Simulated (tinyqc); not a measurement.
The internal displacement: deformation potentials from a strained empirical pseudopotential.

Diamond lattice, no spin-orbit coupling. Atomic form factor V(q) = a1 (q^2 - a2)/(a3 exp(a4 q^2) - 1) in rydberg with q in 1/bohr, for the unstrained cell. Under a strain e the reciprocal vectors and k go over into (1 + e)^(-1) G, the atoms sit at +/- tau with tau = (1 + e) a (1,1,1)/8 - zeta a (eyz, ezx, exy)/4, and H(G,G') = c |k + G|^2 delta + (V(q)/det(1 + e)) cos(q.tau), q = G - G', with the term q = 0 left out; c = hbar^2/2m0. The basis is fixed before straining: all G with |k + G|^2 up to 16 (2 pi/a)^2. k is given in units of 2 pi/a of the unstrained cell.

Constants: hbar^2/2m0 = 3.80998211 eV angstrom^2; Ry = 13.60569312 eV; a0 (Bohr radius) = 0.5291772105 angstrom.

Inputs chosen for the exercise (out of a larger set: near those of Si; not measured data):
```
symbol  value                        unit      meaning
a       5.437                        angstrom  lattice constant
A       (0.54, 2.206, 2.053, 0.483)            a1 (Ry bohr^2), a2 (1/bohr^2), a3, a4 (bohr^2)
h       0.004                                  size of the test strain
```

Xu of L (level 5, the lowest empty one) and d from exy = eyz = ezx = h for several zeta: Xu = [E(L [111]) - E(L [1-1-1])]/((8/3) h), d = (single valence level - pair)/(3 sqrt(3) h). zeta = 0 strains the bonds with the lattice; zeta = 1 keeps all four bond lengths equal to first order.

Results:
```
zeta  Xu (L) (eV)  d (eV)
0.00        10.74    1.15
0.25        11.20   -1.25
0.50        11.67   -3.66
0.60        11.87   -4.62
0.75        12.17   -6.05
1.00        12.67   -8.45
```

How do the results move, and what explains it?

From zeta = 0 to 1, d goes from 1.15 to -8.45 eV and Xu (L) from 10.74 to 12.67 eV, both nearly linearly: the displacement is an optical-phonon mode, and d = d(0) - zeta d0/4 gives its deformation potential d0 = 38 eV. Leaving the relaxation out (zeta = 0 for 0.5) moves d by +4.81 eV, which reverses its sign, and Xu (L) by -0.93 eV. Tetragonal strain has no such freedom.

Computed by tinyqc, a small Python program: `OMP_NUM_THREADS=1 python tinyqc.py 1850015 1850016 out.jsonl` (the numbers bound the seed that draws the inputs); one thread of a shared host (Intel(R) Xeon(R) Processor @ 2.30GHz), about 0.2 s for the whole set of steps.
